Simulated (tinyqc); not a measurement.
Position of the support ring: thermal and gravitational stress in a wafer during furnace and rapid thermal processing, and the onset of slip. Computed by tinyqc, a small Python program. Command: `OMP_NUM_THREADS=1 python tinyqc.py 3008838 3008839 out.jsonl slip walk`. One thread of a shared host (Intel(R) Xeon(R) Processor @ 2.30GHz), about 0.01 s of CPU time with the checks.

A thin free disc in plane stress, isotropic; T(r) = T_centre + dT (r/R)^n. Stress is positive in tension; sigma_SB = 5.670374419e-8 W/(m^2 K^4), g = 9.80665 m/s^2.

Inputs (values chosen for the exercise, modelled on silicon):

| quantity | value | unit |
|---|---|---|
| wafer radius R | 225 | mm |
| thickness t | 925 | micrometre |
| Poisson ratio nu | 0.21 | - |
| density rho | 2330 | kg/m^3 |

Method. Own weight q = rho g t on a ring of radius b R, x = r/R: moments of an edge-supported plate, M_r = q R^2 (3 + nu)(1 - x^2)/16 and M_t = q R^2 [(3 + nu) - (1 + 3 nu) x^2]/16, less the uniform moment inside the ring load, q R^2 [(1 - nu)(1 - b^2) - 2 (1 + nu) ln b]/8; stress at the lower face = 6 M/t^2.

Stress at the lower face (MPa):

| b | centre | radial at ring | hoop at ring | largest in size |
|---|---|---|---|---|
| 0.40 | -1.1968 | -1.4377 | -1.3191 | 1.4377 |
| 0.50 | -0.6236 | -1.0000 | -0.8147 | 1.0000 |
| 0.60 | -0.1283 | -0.6702 | -0.4035 | 0.6702 |
| 0.65 | 0.0997 | -0.5363 | -0.2233 | 0.5363 |
| 0.70 | 0.3179 | -0.4197 | -0.0567 | 0.4197 |
| 0.75 | 0.5282 | -0.3185 | 0.0982 | 0.5282 |
| 0.80 | 0.7321 | -0.2313 | 0.2429 | 0.7321 |
| 0.90 | 1.1254 | -0.0939 | 0.5063 | 1.1254 |
| 1.00 | 1.5053 | 0.0000 | 0.7409 | 1.5053 |

What follows from these numbers?

Among these rows the largest stress is least, 0.420 MPa, for a ring at 0.7 R, 3.6 times below edge support: the overhang balances the sag of the centre. All values scale as R^2/t.

Extremes, crossings and ranges named in words are read from the listed rows.
